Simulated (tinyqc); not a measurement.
Potential step from the flux.

Problem. On one interval J = (q mu Vt/hx) [nb B(d) - na B(-d)], B(d) = d/(exp(d) - 1), d = (psi_b - psi_a)/Vt. Find psi_b - psi_a, and the step at which J would vanish.

Values chosen for this exercise:
```
symbol   value        unit                    meaning
T          300           K                temperature
mu        1370  cm^2/(V s)          electron mobility
na      1.9e14       cm^-3   density at the left node
nb      6.9e15       cm^-3  density at the right node
hx          97          nm               node spacing
```

Constants: q = 1.602176634e-19 C, kB = 1.380649e-23 J/K, Vt = kB T/q. Results are converted to the units shown.

J = 13207.542 A/cm^2

Solution. B(d) falls and B(-d) rises with d, so J falls steadily with the step and one value matches. J = 0 needs nb/na = exp(d), the Boltzmann ratio.

psi_b - psi_a = -0.08100 V
step for J = 0 = 0.09287 V

Numbers from tinyqc (`OMP_NUM_THREADS=1 python tinyqc.py 2220108 2220109 out.jsonl`; about 0.01 s on one thread of a shared Intel Xeon 2.30GHz).
